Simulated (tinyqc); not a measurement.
Comparisons within one model: Penn model of the dielectric constant and Phillips ionicity. A value that a table varies takes the place of the one given here.

n = 32/a^3; Ep^2 = 8 pi c e2 n with c = hbar^2/2m0, e2 = e^2/(4 pi eps0); EF = c (3 pi^2 n)^(2/3); eps = 1 + (Ep/Eg)^2 S with S = 1 - Eg/(4 EF) + (Eg/(4 EF))^2/3, Eg the Penn gap. Core d shells are left out.

Phillips: bond length d = sqrt(3) a/4; homopolar gap Eh = 39.74 d^(-2.48) eV (d in angstrom); Eg^2 = Eh^2 + C^2; ionicity fi = C^2/Eg^2.

Constants: hbar^2/2m0 = 3.80998211 eV angstrom^2; e^2/(4 pi eps0) = 14.39964547 eV angstrom.

Values chosen for the exercise (out of a larger set: near those of Si; not measured data): a = 5.413 angstrom (cubic lattice constant, 32 valence electrons a cell); C0 = 0 eV (ionic gap, held fixed); ei = 12.21 (high-frequency dielectric constant).

## Dielectric constant under pressure

The lattice constant is scaled by the factor listed; C = C0.

Results:
```
factor  Eh (eV)  Eg (eV)  Ep (eV)     eps     fi
0.94      5.603    5.603   18.301  10.651  0.000
0.96      5.318    5.318   17.732  11.068  0.000
0.98      5.053    5.053   17.192  11.493  0.000
0.99      4.927    4.927   16.933  11.709  0.000
1.00      4.806    4.806   16.679  11.928  0.000
1.01      4.689    4.689   16.432  12.148  0.000
1.02      4.576    4.576   16.191  12.371  0.000
1.04      4.361    4.361   15.726  12.823  0.000
```

What can be read from the table?

d ln eps/d ln a = +1.84 around factor 1: eps falls under compression. Ep^2 goes as a^-3 and Eh^2 as a^-4.96; with C fixed Eg^2 goes as a^-4.96 at fi = 0.000, and leaving S aside the two powers balance at fi = 0.395. The slope is a difference of two powers and the model omits d shells and any change of C, so it is no prediction for a real crystal; eps from C0 (row 1.00) need not match a measured ei.

## What moves the Penn gap and the ionicity

Eg from ei; fi = 1 - (Eh/Eg)^2, printed even where negative. Each row changes one parameter from the base and keeps the others.

Results:
```
case                Ep (eV)  Eg (eV)  Eh (eV)      fi
base                 16.679    4.748    4.806  -0.025
a = 5.521 angstrom   16.192    4.607    4.576   0.013
ei = 10.99           16.679    5.016    4.806   0.082
```

What can be read from the table?

The largest shifts from the base row, up to three for each result and ties (the steps differ in size, so this ranks the rows, not the parameters). Ep (eV): a -0.487; unchanged at the printed digits by ei. Eg (eV): ei +0.268, a -0.141. Eh (eV): a -0.230; unchanged at the printed digits by ei. fi: ei +0.106, a +0.038. For an elemental crystal fi should vanish; the values measure the misfit of the rule for Eh.

Computed by tinyqc, a small Python program: `OMP_NUM_THREADS=1 python tinyqc.py 1681567 1681568 out.jsonl` (the numbers bound the seed that draws the inputs); one thread of a shared host (Intel(R) Xeon(R) Processor @ 2.30GHz), about 0.01 s for the whole set of steps.
